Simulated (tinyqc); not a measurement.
Input admittance of a MOSFET at zero drain bias: distributed channel and distributed gate: two steps of the calculation.

Source and drain grounded, strong inversion, w = 2 pi f, Cox = eps0 eox/tox. The channel is an RC line of resistance 1/(mu Cox Vo) per square fed from both ends, so one finger has the intrinsic admittance y = i w Cox L tanh(g)/g per width, g = (1/2) sqrt(i w tau), tau = L^2/(mu Vo). The vertical resistance rv/L is in series with y, the overlaps 2 i w Cov in parallel: y_t = 1/(1/y + rv/L) + 2 i w Cov. The gate strip is a line of Rsh/L per length loaded by y_t, so a finger has Y = y_t Wf tanh(k)/k, k = (Wf/sd) sqrt(y_t Rsh/L); the device has Nf Y.

Inputs (values chosen for the exercise); values of the order met in silicon radio-frequency transistors:
- eox = 3.9 (relative permittivity of the gate insulator (close to silicon dioxide))
- tox = 3.6 nm (insulator thickness)
- L = 0.13 um (channel length)
- Wf = 5.5 um (finger width)
- Nf = 4 (number of fingers)
- mu = 320 cm^2/(V s) (channel mobility)
- Vo = 0.3 V (gate overdrive)
- Rsh = 3.6 ohm/square (sheet resistance of the gate)
- rv = 0 ohm um^2 (vertical resistivity of the gate stack)
- sd = 1 (number of ends at which a finger is contacted)
- Cov = 0.32 fF/um (overlap and fringe capacitance on each side)
- f = 44 GHz (frequency)

Constants: eps0 = 8.8541878128e-14 F/cm where lengths are in cm. Results are converted to the units shown.

Question 1. Low-frequency resistances and capacitance. Low-frequency limits, with c = Cox L and ct = c + 2 Cov: R_strip = Rsh Wf/(3 sd^2 L Nf), R_ch = (c/ct)^2 L/(12 mu Cox Vo Wf Nf), R_vert = (c/ct)^2 rv/(L Wf Nf), C = ct Wf Nf.

Give: parts; sum; C; 1/(2 pi R C).

Answer 1.

parts (ohm): strip 12.692, channel 2.3353, vertical 0
sum = 15.028 ohm
C = 41.513 fF
1/(2 pi R C) = 255.12 GHz

The strip term is the largest, 84.5 % of the sum.

Question 2. Input impedance of the device. k and Y as defined; Z = 1/(Nf Y) = R + 1/(i w C); Q = |Im Z|/R; signal at the point farthest from a contact |1/cosh k|.

y_t = 13.94806+520.99176i uS/um

Find: k; Nf Y; R; C; Q; signal at the far point.

Answer 2.

k = 0.47343+0.46092i
Nf Y = 1.901+11.096i mS
R = 15.001 ohm
C = 41.315 fF
Q = 5.8363
signal at the far point = 0.97890

tinyqc, about 0.01 s, one thread, Intel Xeon 2.30GHz (shared host): `OMP_NUM_THREADS=1 python tinyqc.py 2262197 2262198 out.jsonl`
